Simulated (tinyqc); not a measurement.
Pressure series at fixed power: global model of a low-pressure process discharge: electron temperature, density, ion flux and ion energy. Computed by tinyqc, a small Python program. Command: `OMP_NUM_THREADS=1 python tinyqc.py 3114189 3114190 out.jsonl plasma walk`. One thread of a shared host (Intel(R) Xeon(R) Processor @ 2.30GHz), about 0.01 s of CPU time with the checks.

Maxwellian electrons with temperature T_e in eV, one positive ion, no negative ions, uniform bulk density n; rate constants have the Arrhenius form.

Inputs (values chosen for the exercise, of the order of those of an inductive discharge in a simple atomic gas):
```
quantity                      value   unit
ion mass M                     35.5      u
ionisation prefactor K0     2.6e-14  m^3/s
ionisation energy E_iz         15.4     eV
excitation prefactor X0     3.2e-14  m^3/s
excitation energy E_ex         10.6     eV
elastic rate constant K_el  8.1e-14  m^3/s
ion-neutral cross section   7.6e-19    m^2
gas temperature T_g             600      K
radius R                         11     cm
height L                         11     cm
absorbed power P                160      W
```

Constants: k_B = 1.380649e-23 J/K; e = 1.602176634e-19 C; u = 1.6605390666e-27 kg; m_0 = 9.1093837015e-31 kg.

Method:
- n_g = p/(k_B T_g), lambda_i = 1/(n_g sigma), K_iz = K0 exp(-E_iz/T_e), h_L = 0.86/sqrt(3 + L/(2 lambda_i)), h_R = 0.8/sqrt(4 + R/lambda_i), A_eff = 2 pi R^2 h_L + 2 pi R L h_R and d_eff = pi R^2 L/A_eff follow p.
- Particle balance: K0 exp(-E_iz/T_e) n_g d_eff = u_B, u_B = sqrt(e T_e/M).
- E_c = E_iz + (X0 exp(-E_ex/T_e) E_ex + K_el (3 m_0/M) T_e)/K_iz; E_T = E_c + (5/2) T_e + (T_e/2) ln(M/(2 pi m_0)); n = P/(e u_B A_eff E_T); J = e h_L n u_B. Pressures without a root below 2 E_iz are left out.

Against pressure:
```
p (Pa)  T_e (eV)  E_c (eV)  E_T (eV)  n (1/cm^3)  J (mA/cm^2)
0.1       11.630     35.12    117.93  2.4254e+10       1.0037
0.2        6.442     42.89     88.76  4.6806e+10       1.3477
0.5        4.157     56.82     86.42  7.1560e+10       1.4102
1.0        3.262     72.28     95.50  8.9468e+10       1.2940
2.0        2.670     94.29    113.30  1.0750e+11       1.1027
5.0        2.142    138.41    153.66  1.3107e+11       0.8202
10.0       1.861    188.45    201.70  1.4794e+11       0.6270
20.0       1.645    259.69    271.40  1.6337e+11       0.4669
```

What follows from these numbers?

T_e falls from 11.63 to 1.64 eV, n changes by a factor 6.7 and J by 0.47; in J = P h_L/(A_eff E_T), E_T changes by a factor 2.30 and is least at 0.5 Pa, between wall losses at high T_e and excitation losses at low T_e.

Extremes, crossings and ranges named in words are read from the listed rows.
